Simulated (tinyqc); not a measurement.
Contact resistivity and sheet resistance from two contact lengths.

Question. Rc = [sqrt(rc Rsh)/Wc] coth(Lc/(2 LT)), LT = sqrt(rc/Rsh), Wc = 22 nm; the second contact is twice as long as the first. Find LT, rc and Rsh.

Rc for Lc = 24 and 48 nm (ohm): 444.474482  261.865245

Answer. With t = tanh(Lc/(2 LT)) for the shorter contact, the resistance of the longer over that of the shorter is (1 + t^2)/2. Then sqrt(rc Rsh) = Rc t Wc, and rc and Rsh follow by multiplying and dividing by LT.

LT = 26.64 nm
rc = 1.100e-9 ohm cm^2
Rsh = 155.0 ohm

Program tinyqc, `OMP_NUM_THREADS=1 python tinyqc.py 2170066 2170067 out.jsonl`; Intel Xeon 2.30GHz, shared host, one thread, about 0.06 s.
